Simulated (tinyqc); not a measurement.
# From threshold E_th back to surface binding energy U

Model: physical sputtering: collision-cascade yield, angular dependence, faceting and resputtering in deposition. Computed by tinyqc, a small Python program. Command: `OMP_NUM_THREADS=1 python tinyqc.py 3003924 3003925 out.jsonl sputter inv`. One thread of a shared host (Intel(R) Xeon(R) Processor @ 2.30GHz), about 0.02 s of CPU time with the checks.

Ions start collision cascades; atoms that reach the surface with more than U leave. The target is amorphous or fine-grained.

Inputs (values chosen for the exercise, modelled on argon ions on tantalum):
```
quantity,value,unit
ion Z1,18,-
ion mass M1,39.95,u
target Z2,73,-
target mass M2,180.9,u
target density N,55.5,1/nm^3
fit factor Q,0.52,-
ion energy E,1400,eV
current density J,3.6,mA/cm^2
```

Constants: e = 1.602176634e-19 C.

Method. gamma = 4 M1 M2/(M1 + M2)^2; threshold E_th = 6.7 U/gamma for M1 >= M2, else U (1 + 5.7 M1/M2)/gamma. eps = 0.03255 M2 E/(Z1 Z2 (M1 + M2) z), z = (Z1^(2/3) + Z2^(2/3))^(1/2), E in eV; s_n = 3.441 sqrt(eps) ln(eps + 2.718)/(1 + 6.355 sqrt(eps) + eps (6.882 sqrt(eps) - 1.708)); S_n = 84.78 Z1 Z2 M1 s_n/((M1 + M2) z) in eV angstrom^2; alpha = 0.249 (M2/M1)^0.56 + 0.0035 (M2/M1)^1.5 for M1 <= M2, else 0.0875 (M2/M1)^(-0.15) + 0.165 M2/M1; Y0 = 0.042 Q alpha S_n/U [1 - sqrt(E_th/E)]^2.5 (the electronic-loss factor of the full formula is dropped). Erosion rate = Y0 J/(e N); 1 cm^2 = 1e14 nm^2.

Question. A run gave the result below. Find the surface binding energy U, known to lie between 5 and 15 eV.

threshold E_th = 29.35342 eV

Answer.

Each step takes the trial c = (a f_b - b f_a)/(f_b - f_a), f being the result less the target and a, b, c the logarithms of the listed values; c replaces end b, the old b replaces a if the sign of f changed, and otherwise f_a is halved.

Scan of the range:
```
surface binding energy U (eV),threshold E_th (eV)
5.00,19.0557
6.00,22.8669
7.21,27.4783
8.66,33.0045
10.40,39.6359
12.50,47.6393
15.00,57.1671
```

False position (Illinois rule, in the logarithm of the input) inside the bracket:
```
step,end a,end b,trial,threshold E_th (eV)
1,7.21000,8.66000,7.67253,29.2411
2,8.66000,7.67253,7.70030,29.3469
3,8.66000,7.70030,7.70350,29.3591
4,7.70030,7.70350,7.70200,29.3534
5,7.70350,7.70200,7.70200,29.3534
```

Threshold E_th rises at every point of a 13-point scan of the range (every second point is shown), so one value fits; it is bracketed by 7.21 and 8.66. The scan shows a pure power law with exponent 1.000, so scaling from any one row also gives the answer directly. Answer: surface binding energy U = 7.702 eV.
